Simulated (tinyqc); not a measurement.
Bias-temperature instability from a Gaussian distribution of capture and emission barriers: one step, computed by the program tinyqc.

Each trap has a capture time tau_0 exp(E_c/(k_B T)) under stress and an emission time tau_0 exp(E_e/(k_B T)) after it. E_c is Gaussian, and E_e = E_c + d with d Gaussian and independent. A trap counts as filled once t_s exceeds its capture time and as emptied once t_r exceeds its emission time.

Question. Stress. Demarcation energies E_s = k_B T ln(t_s/tau_0), E_r = k_B T ln(t_r/tau_0); mean barrier mu = mu_c - k_F F; z = (E_s - mu)/sigma_c; Phi is the standard normal distribution. Temperatures in kelvin are T(C) + 273.15. Shift without recovery dV0 = V_max Phi(z); local time exponent n = d ln dV0/d ln t_s = (k_B T/sigma_c) exp(-z^2/2)/(sqrt(2 pi) Phi(z)); apparent activation energy n E_s.

Inputs (values chosen for the exercise, for a model p-channel transistor):
```
quantity                                 value        unit
shift with all traps filled V_max          220          mV
mean capture barrier at zero field mu_c   1.87          eV
spread of capture barriers sigma_c        0.37          eV
lowering of mu_c per field k_F           0.069  eV/(MV/cm)
oxide field F                              8.5       MV/cm
time constant tau_0                      1e-11           s
temperature T                               85           C
stress time t_s                              2           s
```

Constants: k_B = 8.617333262e-05 eV/K.

Give: E_s; mean barrier mu; z; shift without recovery dV0; time exponent n; apparent activation energy.

Answer.

E_s = 0.80310 eV

mean barrier mu = 1.2835 eV

z = -1.2984

shift without recovery dV0 = 21.358 mV

time exponent n = 0.14756

apparent activation energy = 0.11850 eV

The stress has filled 9.7 % of the traps. The apparent energy 0.119 eV is only the share n of the barriers near 0.80 eV that are being crossed.
